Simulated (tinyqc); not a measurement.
Thermal and gravitational stress in a wafer during furnace and rapid thermal processing, and the onset of slip. Changing the wafer radius R. Computed by tinyqc, a small Python program. Command: `OMP_NUM_THREADS=1 python tinyqc.py 3011491 3011492 out.jsonl slip sweep`. One thread of a shared host (Intel(R) Xeon(R) Processor @ 2.30GHz), about 0.01 s of CPU time with the checks.

A thin free disc in plane stress, isotropic; T(r) = T_centre + dT (r/R)^n with n = 2. Stress is positive in tension; sigma_SB = 5.670374419e-8 W/(m^2 K^4), g = 9.80665 m/s^2.

Inputs (values chosen for the exercise, modelled on silicon): thickness t = 675 micrometre; Young's modulus E = 161 GPa; Poisson ratio nu = 0.23; expansion alpha = 4.11 1e-6/K; temperature T = 1450 K; prefactor A of the critical stress = 0.00035 MPa; energy U of the critical stress = 1.03 eV; density rho = 2330 kg/m^3; heat capacity c = 943 J/(kg K); conductivity k = 26.5 W/(m K); wafer spacing s = 4.6 mm; ramp rate = 3.7 K/min; radius of the support ring over R = 0.73.

Constants: k_B = 8.617333262e-05 eV/K.

Method:
- Critical resolved stress tau_c = A exp(U/(k_B T)), a form chosen for the exercise; slip when 0.492799 |s_tt(R)| > tau_c; allowed |dT| = tau_c (n + 2)/(0.492799 n alpha E).
- In a stack heated from the rim, heat flows inward by conduction and by radiation between wafers: k_eff = k + (16/3) sigma_SB T^3 s^2/t (a diffusion estimate with the spacing as path length). A steady ramp gives the parabolic lag dT = rho c (ramp) R^2/(4 k_eff); the allowed ramp uses n = 2.
- Own weight q = rho g t on a ring of radius b R, x = r/R: moments of an edge-supported plate, M_r = q R^2 (3 + nu)(1 - x^2)/16 and M_t = q R^2 [(3 + nu) - (1 + 3 nu) x^2]/16, less the uniform moment inside the ring load, q R^2 [(1 - nu)(1 - b^2) - 2 (1 + nu) ln b]/8; stress at the lower face = 6 M/t^2.

One run for each value:
```
wafer radius R (mm)  allowed ramp rate (K/min)  lag of the centre (K)  stress at the centre (MPa)
50.0                                    19.755                  1.529                     0.03054
62.5                                    12.643                  2.388                     0.04772
75.0                                     8.780                  3.439                     0.06871
100.0                                    4.939                  6.114                     0.12215
150.0                                    2.195                 13.757                     0.27485
225.0                                    0.976                 30.953                     0.61841
```

Describe and explain the trends.

Over the rows, allowed ramp rate (K/min) falls from 19.8 to 0.976 (exponent d ln y / d ln x about -2.0 throughout); lag of the centre (K) rises from 1.53 to 31.0 (exponent d ln y / d ln x about 2.0 throughout); stress at the centre (MPa) rises from 0.0305 to 0.618. The exponent of allowed ramp rate stays at -2: diffusion over the radius. The exponent of lag of the centre stays at 2: diffusion over the radius. The thickness is held fixed; lag and sag stress both grow as R^2, which is why larger wafers are thicker and ramped more slowly or heated singly.
